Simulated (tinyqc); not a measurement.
What moves the results: deep level as a short-range spherical well. A value that a table varies takes the place of the one given here.

A spherical well of radius R and depth V0 below the conduction edge, one mass m, c = hbar^2/2m0. The s level at binding Et solves k cot(k R) = -kappa with k = sqrt(m (V0 - Et)/c), kappa = sqrt(m Et/c); it exists for V0 > Vc = c (pi/2R)^2/m. Outside, psi falls as exp(-kappa r)/r.

Lucovsky model (delta well, plane-wave final states, no local-field factor): sigma = (32 pi alpha c/(3 n_r m Et)) (x - 1)^(3/2)/x^3, x = h nu/Et, c = hbar^2/2m0; 1 angstrom^2 = 1e-16 cm^2.

Constants: hbar^2/2m0 = 3.80998211 eV angstrom^2; fine-structure constant alpha = 0.007297352564; e^2/(4 pi eps0) = 14.39964547 eV angstrom; kB = 8.617333262e-05 eV/K.

Parameters, chosen for this exercise (near those of 4H SiC; not measured data):

| symbol | value | unit | meaning |
|---|---|---|---|
| R | 4.6 | angstrom | radius of the well |
| m | 0.405 | m0 | mass |
| fV | (1.05, 1.13, 1.31, 1.63, 2.26, 2.9, 6.79) |  | V0/Vc |
| n_r | 2.61 |  | refractive index |
| xs | (1.05, 1.24, 1.44, 1.94, 2.11, 2.72, 4.97, 6.09) |  | photon energies h nu/Et |
| eps | 10 |  | static dielectric constant |
| T | 150 | K | temperature |
| Fs | (1, 5, 20, 50, 100, 200) | kV/cm | fields |

## From threshold to a deep level

Et against the depth at fixed R; near threshold Et = (pi^2/16)(V0 - Vc)^2/Vc.

Results:

| V0/Vc | V0 (eV) | Et (eV) | threshold form (eV) | 1/kappa (angstrom) | share outside |
|---|---|---|---|---|---|
| 1.05 | 1.152 | 0.001632 | 0.001692 | 75.9 | 0.942 |
| 1.13 | 1.240 | 0.01045 | 0.01144 | 30.0 | 0.860 |
| 1.31 | 1.437 | 0.05314 | 0.06503 | 13.3 | 0.716 |
| 1.63 | 1.788 | 0.1854 | 0.2686 | 7.1 | 0.545 |
| 2.26 | 2.479 | 0.5713 | 1.074 | 4.1 | 0.361 |
| 2.90 | 3.181 | 1.058 | 2.443 | 3.0 | 0.263 |
| 6.79 | 7.448 | 4.696 | 22.68 | 1.4 | 0.087 |

What can be read from the table?

The threshold form holds to 10 % up to V0/Vc = 1.13 of those listed. There the state is mostly outside the well (94 % in the first row) and knows only Et, which is why a delta-well model works; more than half is inside from V0/Vc = 2.26 on. A second s level would need V0/Vc > 9. From V0/Vc = 6.79 on Et exceeds the gap of the host, about 3.2 eV, so those rows only show the model.

## Neutral against charged centre

Et = 0.49038 eV

Lucovsky cross-section, its shape relative to the peak, and the shape of a hydrogen-like centre relative to threshold: x^-4 exp(4 - 4 atan(e)/e)/(1 - exp(-2 pi/e)), e = sqrt(x - 1).

Results:

| x | h nu (eV) | sigma (1e-18 cm^2) | relative to peak | hydrogen-like |
|---|---|---|---|---|
| 1.05 | 0.515 | 1.74 | 0.077 | 0.878 |
| 1.24 | 0.608 | 11.1 | 0.493 | 0.560 |
| 1.44 | 0.706 | 17.6 | 0.782 | 0.371 |
| 1.94 | 0.951 | 22.4 | 0.999 | 0.161 |
| 2.11 | 1.035 | 22.4 | 0.996 | 0.127 |
| 2.72 | 1.334 | 20.1 | 0.897 | 0.061 |
| 4.97 | 2.437 | 11.6 | 0.515 | 0.010 |
| 6.09 | 2.986 | 9.14 | 0.407 | 0.005 |

What does this show?

The short-range centre starts from zero, reaches half its peak at x = 1.24 and peaks at x = 2; in the last row it still has 41 % of the peak. The Coulomb centre is largest at threshold and is down to 0.5 % there. Reading the peak as the threshold would misplace the level by a factor 2, here 0.49 eV.

## Emission in a field

Barrier lowering for a charged centre (Poole-Frenkel) is 2 sqrt(q e F/eps), q = e^2/(4 pi eps0), and for the neutral well e F R; the one-dimensional enhancement is exp(lowering/kB T). 1 kV/cm = 1e-5 V/angstrom; tunnelling is left out.

Results:

| F (kV/cm) | lowering, charged (meV) | enhancement | saddle at (angstrom) | lowering, neutral (meV) | enhancement |
|---|---|---|---|---|---|
| 1 | 7.6 | 1.80 | 379 | 0.05 | 1.004 |
| 5 | 17.0 | 3.72 | 170 | 0.23 | 1.018 |
| 20 | 33.9 | 13.8 | 85 | 0.92 | 1.074 |
| 50 | 53.7 | 63.5 | 54 | 2.30 | 1.195 |
| 100 | 75.9 | 355 | 38 | 4.60 | 1.427 |
| 200 | 107.3 | 4.04e+03 | 27 | 9.20 | 2.038 |

What can be read from the table?

At 200 kV/cm the charged centre emits 4.04e+03 times faster and the neutral one 2.04 times: the logarithm of the enhancement is linear in sqrt(F) for the first and in F for the second, which tells the charge state. The largest lowering is 22 % of Et.

Program tinyqc; command `OMP_NUM_THREADS=1 python tinyqc.py 1251547 1251548 out.jsonl`; about 0.01 s on one thread of a shared Intel(R) Xeon(R) Processor @ 2.30GHz.
